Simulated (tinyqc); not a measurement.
Inside a calculation. Model: MOS capacitor on an n-type substrate, surface potential from the exact charge relation.

Numbers from tinyqc (`OMP_NUM_THREADS=1 python tinyqc.py 2060115 2060116 out.jsonl`; about 0.01 s on one thread of a shared Intel Xeon 2.30GHz). Printed values are rounded.

Uniform n-type substrate, Boltzmann statistics, full ionisation, classical densities. psi is the surface potential against the body (positive when the bands bend down) and u = -psi/Vt. Traps are spread evenly over the gap and neutral at flat band, so their charge is -q Dit psi; the minority quasi-Fermi level is shifted by Vb.

Values chosen for this exercise; band and dielectric values close to those of gallium nitride: temperature T = 300 K; band gap Eg = 3.43 eV; relative permittivity eps_r = 9.65; conduction-band density of states at T Nc = 2.31e18 cm^-3; valence-band density of states at T Nv = 4.57e19 cm^-3; electron affinity chi = 4.16 eV; donor density of the substrate N = 1.5e15 cm^-3; relative permittivity of the gate insulator (close to aluminium oxide) eox = 8.76; insulator thickness tox = 29 nm; gate work function phiM = 4.39 eV; fixed charge at the interface, in units of q Nf = 0 cm^-2; density of interface traps Dit = 0 cm^-2 eV^-1; reverse bias of the inversion layer against the body Vb = 0.5 V; gate voltage against the body Vg = -2.84 V.

Constants: q = 1.602176634e-19 C, kB = 1.380649e-23 J/K, Vt = kB T/q, eps0 = 8.8541878128e-14 F/cm where lengths are in cm. Results are converted to the units shown.

## Flat band, threshold and scales

ni = sqrt(Nc Nv) exp(-Eg/(2 Vt)), Eg in volts; phiF = Vt ln(N/ni); Cox = eps0 eox/tox; Vfb = phiM - chi - Vt ln(Nc/N) - q Nf/Cox; Q0 = sqrt(2 eps0 eps_r q N Vt); r = (ni/N)^2 exp(-Vb/Vt); VT = Vfb - [(2 phiF + Vb)(1 + q Dit/Cox) + sqrt(2 eps0 eps_r q N (2 phiF + Vb))/Cox].

ni = 1.588664e-10 cm^-3
phiF = 1.486676 V
Cox = 0.2674575 uF/cm^2
Vfb = 0.04025827 V
Q0 = 3.258374 nC/cm^2
r = 4.469423e-59
VT = -3.574307 V

## Starting value

psi = Vg - Vfb, limited to the range from +4 Vt to -(2 phiF + Vb + 4 Vt).

psi at the start = -2.880258 V

## Iteration 1: Newton step for the surface potential

u = -psi/Vt; F^2 = exp(-u) + u - 1 + r (exp(u) - u - 1); Qs = +sign(u) Q0 F; Cs = -dQs/dpsi = (Q0/Vt) |1 - exp(-u) + r (exp(u) - 1)|/(2 F). f = Vfb + psi + (q Dit psi - Qs)/Cox - Vg, f' = 1 + (Cs + q Dit)/Cox, psi(new) = psi - f/f'.

u = 111.4134
F = 10.50778
Qs = 34.23826 nC/cm^2
Cs = 0.005997441 uF/cm^2
f = -0.1280138 V
f' = 1.022424
psi after iteration 1 = -2.755052 V

## Iteration 2: Newton step for the surface potential

As before.

u = 106.5702
F = 10.27473
Qs = 33.47893 nC/cm^2
Cs = 0.006133469 uF/cm^2
f = 3.148276e-5 V
f' = 1.022932
psi after iteration 2 = -2.755083 V

## Course of the Newton iteration

Stop when the step is below 1e-10 V, or after 60 iterations.

Course of the iteration:
```
iteration  psi before the step (V)     f (V)   step (V)
1                        -2.880258    -0.128      0.125
2                        -2.755052   3.15e-5   -3.08e-5
3                        -2.755083  1.99e-12  -1.95e-12
```

Converged in 3 iterations.

## Charges, field and capacitances at the solution

converged psi = -2.755083 V

u = -psi/Vt; F^2 = exp(-u) + u - 1 + r (exp(u) - u - 1); Qs = +sign(u) Q0 F; Cs = -dQs/dpsi = (Q0/Vt) |1 - exp(-u) + r (exp(u) - 1)|/(2 F). Low frequency: 1/C_LF = 1/Cox + 1/(Cs + q Dit). High frequency, in the simple estimate in which traps and minority carriers do not follow: 1/C_HF = 1/Cox + 1/Cd, Cd being Cs with r = 0 at the same psi. Minority sheet density N_inv = (Q0/(2 q)) int_0^u r (exp(t) - 1)/F(t) dt for u > 0. Oxide field |Qs - q Dit psi + q Nf|/(eps0 eox).

Qs = 33.47912 nC/cm^2
N_inv = 8.534443e-4 cm^-2
oxide field = 0.04316395 MV/cm
Cs = 0.006133434 uF/cm^2
C_LF/Cox = 0.02241826
C_HF/Cox = 0.02241826

The surface is in weak inversion (borders at |psi| = 0, phiF + Vb and 2 phiF + Vb = 3.47 V).
